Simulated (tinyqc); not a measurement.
Landau levels of a non-parabolic (Kane) conduction band at kz = 0, step by step. Values are carried at full precision from step to step, so a last printed digit may differ when a step is redone from the rounded ones.

In a field B along z: l = 1/sqrt((e/hbar) B) is the magnetic length, n_B = B/(h/e) the number of states per area in one level, hbar wc = 2 muB B/m for mass m in m0; 1/angstrom^2 = 1e16/cm^2.

Constants: e/hbar = 1.519267448e-05 1/(T angstrom^2); h/e = 413566.7697 T angstrom^2; muB = 5.788381798e-05 eV/T; e^2/h = 3.874045865e-05 S.

Parameters, chosen for this exercise (near those of InSb; not measured data): B = 1.9 T (magnetic field); n = 2.7 x 1e11/cm^2 (electron sheet density); Eg = 0.236 eV (gap); Dso = 0.805 eV (spin-orbit splitting); Ep = 23.4 eV (Kane energy).

## Scales set by the field

Give l, n_B and the filling factor nu = n/n_B.

l = 186.13 angstrom
n_B = 0.4594 x 1e11/cm^2
nu = 5.877

## The lowest levels

Three-level Kane model: E = (N + 1/2) 2 muB B/m(E) + s g(E) muB B, s = +/-1/2, with 1/m(E) = 1 + (Ep/3)(2/(E + Eg) + 1/(E + Eg + Dso)) and g(E) = 2 - (2 Ep/3)(1/(E + Eg) - 1/(E + Eg + Dso)); E from the band edge, solved self-consistently; remote bands are left out, and so is the confinement energy of a real sheet, which raises m and lowers |g|.

List the eight lowest, in meV, with the gap to the next.

Levels:
```
label  E (meV)  gap above (meV)
0+       5.413            5.030
0-      10.443            9.959
1+      20.401            4.449
1-      24.850            9.188
2+      34.038            4.014
2-      38.052            8.593
3+      46.645            3.673
3-      50.318            8.115
```

The largest of these gaps, 9.96 meV, first occurs above level 0- and is kB T at 116 K.

## Where EF lies

Each listed level takes n_B electrons. At zero temperature and without broadening EF sits in the partly filled level.

Fill the listed levels in order up to nu; give the partly filled level, its energy and its filled share.

level: 2-

EF = 38.052 meV
filled share = 0.877

## Fields of the Hall plateaus

A plateau is centred where nu = n/n_B equals 1, 2, 3, 4, 5, 6; there rho_xy = h/(nu e^2).

Plateaus:
```
nu   B (T)  1/B (1/T)  rho_xy (kohm)
1   11.166     0.0896        25.8128
2    5.583     0.1791        12.9064
3    3.722     0.2687         8.6043
4    2.792     0.3582         6.4532
5    2.233     0.4478         5.1626
6    1.861     0.5373         4.3021
```

The order of the levels can change with B, but these counts hold wherever the levels are resolved.

## Checks

- Mean of the two lowest levels at 1e-4 T against muB B/m(0), as a ratio: both 1.0000.

(tinyqc, `OMP_NUM_THREADS=1 python tinyqc.py 1250366 1250367 out.jsonl`, Intel(R) Xeon(R) Processor @ 2.30GHz, 1 thread, shared host, about 0.04 s.)
